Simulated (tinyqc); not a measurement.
Worked calculation: nanosheet or nanowire with hard walls, valleys of the Si type. Values are carried at full precision from step to step, so a last printed digit may differ when a step is redone from the rounded ones.

Six ellipsoidal valleys along the cube axes: inverse mass tensor w = 1/mt + (1/ml - 1/mt) a a^T with a the unit axis. Device axes: x along the channel, z = [001], y = z x x.

Constants: hbar^2/2m0 = 3.80998211 eV angstrom^2; hbar = 6.58211957e-16 eV s; e^2/h = 3.874045865e-05 S; kB = 8.617333262e-05 eV/K.

Inputs chosen for the exercise (near those of Si; the results hold for these values, not for the real material):
- ml = 0.931 m0 (longitudinal mass)
- mt = 0.188 m0 (transverse mass)
- channel = 100 (transport direction x on a (001) wafer)
- W = 190 angstrom (width, along y)
- H = 76 angstrom (height, along z = [001])
- dE = 0.018 eV (EF above the lowest subband edge)
- T = 300 K (temperature)
- g_all = 6 (number of valleys)

## Valley masses for a [100] channel

Rotate w into the device axes and group equal valleys (|w_yz| counts); order by w_zz, then w_yy. 1/m_x = w_xx - w_xc w_c^-1 w_cx with c the block (y, z).

Valleys:

| group | valleys g | w_yy | w_zz | \|w_yz\| | m_x (m0) |
|---|---|---|---|---|---|
| A | 2 | 5.3191 | 1.0741 | 0.0000 | 0.1880 |
| B | 2 | 1.0741 | 5.3191 | 0.0000 | 0.1880 |
| C | 2 | 5.3191 | 5.3191 | 0.0000 | 0.9310 |

The lightest transport mass, 0.188 m0, belongs to groups A and B.

## One-dimensional subbands

Hard walls around a W x H rectangle. The block w_c of w in (y, z) confines; the transport mass follows from 1/m_x = w_xx - w_xc w_c^-1 w_cx. The cross-section problem c (w_yy ky^2 + 2 w_yz ky kz + w_zz kz^2), c = hbar^2/2m0, is solved in products sin(n pi y/W) sin(l pi z/H), n, l = 1 to 12; if w_yz = 0 the levels are c pi^2 (w_yy n^2/W^2 + w_zz l^2/H^2). The w_yz term couples (n, l) to (n', l') by -2 c w_yz D_nn'(W) D_ll'(H) with D_nm(L) = 4 n m/(L (n^2 - m^2)) for n + m odd and 0 otherwise.

The ten lowest levels of all groups together, numbered within each group.

Subbands:

| label | valleys g | m_x (m0) | E (eV) |
|---|---|---|---|
| A1 | 2 | 0.1880 | 0.0125 |
| A2 | 2 | 0.1880 | 0.0292 |
| A3 | 2 | 0.1880 | 0.0335 |
| B1 | 2 | 0.1880 | 0.0357 |
| B2 | 2 | 0.1880 | 0.0391 |
| C1 | 2 | 0.9310 | 0.0402 |
| B3 | 2 | 0.1880 | 0.0447 |
| A4 | 2 | 0.1880 | 0.0501 |
| B4 | 2 | 0.1880 | 0.0525 |
| C2 | 2 | 0.9310 | 0.0568 |

The lowest subband is A1; the number of further ones in the list within kB T = 25.9 meV of it at 300 K is 3.

## Modes, density and velocity at zero temperature

With EF = E_lowest + dE, each subband below EF has k_F = sqrt(m_x (EF - E)/c), carries n = 2 g k_F/pi electrons per length (spin included), moves at v = 2 c k_F/(hbar m_x) and adds 2 g e^2/h to the ballistic conductance; c = hbar^2/2m0, 1 angstrom/s = 1e-8 cm/s.

Occupied subbands:

| label | k_F (1/angstrom) | n (1/nm) | v (1e7 cm/s) |
|---|---|---|---|
| A1 | 0.0298 | 0.379 | 1.84 |
| A2 | 0.0082 | 0.105 | 0.51 |

total n = 0.484 1/nm
ballistic conductance = 309.9 microsiemens

EF lies below the last listed level, so the count is complete for these valleys (other families, and non-parabolicity above about 0.2 eV, are left out): 2 subbands with 4 valley modes. The Fermi velocity, averaged with the densities as weights, is 1.55 x 1e7 cm/s; the mean over all filled states moving one way is half of it.

## Threshold shift from confinement

Without degeneracy the line density is N1 exp((EF - Ec)/kB T) with N1 = sum 2 g sqrt(m_x kB T/(4 pi c)) exp(-E/kB T), here over n, l up to 80 where w_yz = 0 and over all levels of a 12 x 12 sine basis otherwise; the classical value is W H Nc with Nc = 2 g_all (m_dos kB T/(4 pi c))^(3/2), m_dos = (ml mt^2)^(1/3); dVt = kB T ln(W H Nc/N1).

Form N1, W H Nc and dVt.

N1 = 1.429 1/nm
W H Nc = 3.944 1/nm
dVt = 26.3 mV

## Checks

- Lowest level of group A on a 40 x 40 difference grid against the sine basis, eV: both 0.013.

Computed by tinyqc, a small Python program: `OMP_NUM_THREADS=1 python tinyqc.py 1280998 1280999 out.jsonl` (the numbers bound the seed that draws the inputs); one thread of a shared host (Intel(R) Xeon(R) Processor @ 2.30GHz), about 0.06 s for the whole set of steps.
